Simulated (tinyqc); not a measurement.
# On-chip power grid, static voltage drop by conjugate gradients, step by step

Numbers from tinyqc (`OMP_NUM_THREADS=1 python tinyqc.py 2770116 2770117 out.jsonl`; about 0.1 s on one thread of a shared Intel Xeon 2.30GHz). Printed values are rounded.

A grid of 4 rows and 4 columns, node k = 4 row + column. Neighbours in a row are joined by Rx, in a column by Ry; pad nodes, which reach the supply through Rp: 0, 12. Each node draws I0, node 9 draws kh I0. The drops u = Vdd - V solve G u = i, with G the conductance matrix (1/Rp added on the diagonal at pad nodes).

Inputs (values chosen for the exercise): supply voltage Vdd = 0.9 V; resistance of a horizontal segment Rx = 0.19 ohm; resistance of a vertical segment Ry = 0.21 ohm; resistance from a pad node to the supply Rp = 0.37 ohm; load current of an ordinary node I0 = 5.5 mA; factor on the load at the hot node kh = 8.

## Diagonal of G, loads and first direction

G_kk = sum of the conductances at node k. Start u = 0, so the residual is r = i; z = r/G_kk (Jacobi preconditioner), p = z.

G_kk (S):
```
         col 0    col 1    col 2    col 3
row 0  12.7278  15.2882  15.2882  10.0251
row 1  14.7870  20.0501  20.0501  14.7870
row 2  14.7870  20.0501  20.0501  14.7870
row 3  12.7278  15.2882  15.2882  10.0251
```

r at the start (mA):
```
       col 0  col 1  col 2  col 3
row 0    5.5    5.5    5.5    5.5
row 1    5.5    5.5    5.5    5.5
row 2    5.5     44    5.5    5.5
row 3    5.5    5.5    5.5    5.5
```

p at the start (mV):
```
          col 0     col 1     col 2     col 3
row 0  0.432126  0.359754  0.359754  0.548625
row 1  0.371949  0.274313  0.274313  0.371949
row 2  0.371949   2.19450  0.274313  0.371949
row 3  0.432126  0.359754  0.359754  0.548625
```

## Iteration 1: conjugate-gradient step

u at the start (mV):
```
       col 0  col 1  col 2  col 3
row 0      0      0      0      0
row 1      0      0      0      0
row 2      0      0      0      0
row 3      0      0      0      0
```

q = G p; with z = r/G_kk: a = (r.z)/(p.q); u(new) = u + a p; r(new) = r - a q; b = (r.z)(new)/(r.z); p(new) = z(new) + b p.

q (mA):
```
         col 0     col 1     col 2    col 3
row 0   1.8354    0.0260   -0.5872   1.8354
row 1   0.2273  -10.0645   -0.9207  -0.3274
row 2  -9.8789   37.5793  -11.0270  -0.3274
row 3   1.8354   -9.1178   -0.5872   1.8354
```

a = 1.76504

u after iteration 1 (mV):
```
         col 0    col 1    col 2    col 3
row 0  0.76272  0.63498  0.63498  0.96834
row 1  0.65650  0.48417  0.48417  0.65650
row 2  0.65650  3.87337  0.48417  0.65650
row 3  0.76272  0.63498  0.63498  0.96834
```

r after iteration 1 (mA):
```
         col 0     col 1    col 2   col 3
row 0   2.2605    5.4542   6.5364  2.2605
row 1   5.0988   23.2642   7.1251  6.0779
row 2  22.9367  -22.3287  24.9630  6.0779
row 3   2.2605   21.5932   6.5364  2.2605
```

b = 1.31015

p after iteration 1 (mV):
```
         col 0    col 1    col 2    col 3
row 0  0.74376  0.82809  0.89888  0.94427
row 1  0.83213  1.51969  0.71476  0.89834
row 2  2.03845  1.76148  1.60442  0.89834
row 3  0.74376  1.88374  0.89888  0.94427
```

## Iteration 2: conjugate-gradient step

As before.

q (mA):
```
          col 0    col 1     col 2    col 3
row 0    1.1455  -3.2221    1.0104   0.4576
row 1   -8.9424   9.9972  -10.3160   0.7476
row 2   13.3673  -0.0619   10.4858  -3.9349
row 3  -10.1550  11.7656   -8.7821   0.4576
```

a = 3.48198

u after iteration 2 (mV):
```
        col 0    col 1   col 2   col 3
row 0  3.3525   3.5184  3.7649  4.2563
row 1  3.5539   5.7757  2.9729  3.7845
row 2  7.7543  10.0068  6.0707  3.7845
row 3  3.3525   7.1941  3.7649  4.2563
```

r after iteration 2 (mA):
```
          col 0     col 1     col 2    col 3
row 0   -1.7280   16.6733    3.0181   0.6672
row 1   36.2359  -11.5460   43.0452   3.4750
row 2  -23.6081  -22.1133  -11.5483  19.7791
row 3   37.6200  -19.3744   37.1155   0.6672
```

b = 3.15413

p after iteration 2 (mV):
```
         col 0    col 1    col 2    col 3
row 0  2.21013  3.70250  3.03259  3.04490
row 1  5.07516  4.21745  4.40132  3.06849
row 2  4.83298  4.45304  4.48458  4.17109
row 3  5.30164  4.67429  5.26290  3.04490
```

## Iteration 3: conjugate-gradient step

As before.

q (mA):
```
          col 0    col 1     col 2     col 3
row 0  -15.5242   8.9283  -10.1084   -0.0476
row 1   19.3105  -4.1518   14.1039  -12.1530
row 2   -1.3853  -2.0973   -1.4939    8.9634
row 3   19.8623  -5.3463   18.4779  -17.0365
```

a = 2.47617

u after iteration 3 (mV):
```
         col 0    col 1    col 2    col 3
row 0   8.8251  12.6864  11.2740  11.7959
row 1  16.1209  16.2188  13.8713  11.3826
row 2  19.7216  21.0333  17.1753  14.1128
row 3  16.4802  18.7684  16.7967  11.7959
```

r after iteration 3 (mA):
```
          col 0     col 1    col 2    col 3
row 0   36.7125   -5.4346  28.0481   0.7850
row 1  -11.5800   -1.2655   8.1217  33.5679
row 2  -20.1780  -16.9200  -7.8492  -2.4158
row 3  -11.5624   -6.1361  -8.6389  42.8526
```

b = 0.934703

p after iteration 3 (mV):
```
         col 0    col 1    col 2    col 3
row 0  4.95026  3.10526  4.66919  2.92438
row 1  3.96064  3.87894  4.51899  5.13822
row 2  3.15282  3.31839  3.80027  3.73536
row 3  4.04702  3.96771  4.35418  7.12062
```

## Course of the conjugate-gradient iteration

Stop when |r| is below 1e-9 mA.

Course of the iteration:
```
iteration  largest u (mV)  |r| (mA)
1                 3.87337      54.2
2                 10.0068      91.3
3                 21.0333      79.6
4                 26.2696      68.8
5                 31.9684      62.4
6                 34.3763      35.5
7                 34.6966      10.9
8                 34.5221      3.51
9                 34.4543      1.71
10                34.4430      1.17
11                34.3901     0.735
12                34.3728     0.144
13                34.3759    0.0386
14                34.3765   2.44e-3
15                34.3766   6.20e-5
16                34.3766   < 1e-11
```

Converged in 16 iterations for 16 unknowns; in exact arithmetic the method needs at most 16. The condition number of the scaled matrix is 122. Gauss-Seidel sweeps in node order need 741 to reach the same residual.

## Worst drop, pad currents and power lost

converged u (mV):
```
         col 0    col 1    col 2    col 3
row 0  23.0144  29.0979  32.2672  33.6647
row 1  28.1977  31.1640  33.0704  34.0544
row 2  28.9474  33.2464  33.7383  34.3766
row 3  23.7906  30.2968  33.0892  34.2493
```

Pad current u/Rp; worst drop as a share of Vdd; power lost in the grid and pads sum_k i_k u_k; power delivered sum_k i_k (Vdd - u_k).

worst drop = 34.3766 mV
share of Vdd = 3.81962 %
pad currents (mA): node 0 62.2010, node 12 64.2990
power lost = 4.00945 mW
power delivered = 109.841 mW

The pad currents add up to the total load, 126.5 mA. The worst drop is at node 11, not at the hot node.
